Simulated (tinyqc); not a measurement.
Thermal displacements in the Debye model: Debye-Waller factors, bond-length spread and the Lindemann rule: one step, computed by the program tinyqc. Command: `OMP_NUM_THREADS=1 python tinyqc.py 3014142 3014143 out.jsonl debyewaller walk`. One thread of a shared host (Intel(R) Xeon(R) Processor @ 2.30GHz), about 0.01 s of CPU time with the checks.

A Debye spectrum with three branches of one velocity, cut at k_B Theta; 4 atoms per cube, nearest neighbours at d = 0.707107 a.

Problem. Lindemann melting temperature. <u_x^2> = (3 hbar^2/(2 M k_B Theta)) int_0^1 s coth(s Theta/(2T)) ds (64 Gauss-Legendre points); it tends to 3 hbar^2/(4 M k_B Theta) at T = 0 and to 3 hbar^2 T/(M k_B Theta^2) at high T. Melting is placed where sqrt(3 <u_x^2>) = x_L d; the classical form gives T_m = M k_B Theta^2 (x_L d)^2/(9 hbar^2).

Inputs (values chosen for the exercise, modelled on copper): atomic mass M = 63.55 u; Debye temperature Theta = 312 K; lattice constant a = 3.615 angstrom; temperature T = 77 K; Lindemann ratio x_L = 0.13.

Structure: fcc.

<u_x^2> = 0.002530659 angstrom^2

Constants: hbar^2/u = 4.18015928e-03 eV angstrom^2; k_B = 8.617333262e-05 eV/K.

Give: Lindemann T_m; classical T_m; ratio sqrt(3 <u_x^2>)/d at T.

Solution.

Lindemann T_m = 1563 K

classical T_m = 1565 K

ratio sqrt(3 <u_x^2>)/d at T = 0.03409

The rule is empirical: x_L is fitted within a family of like crystals, and T_m goes as its square.
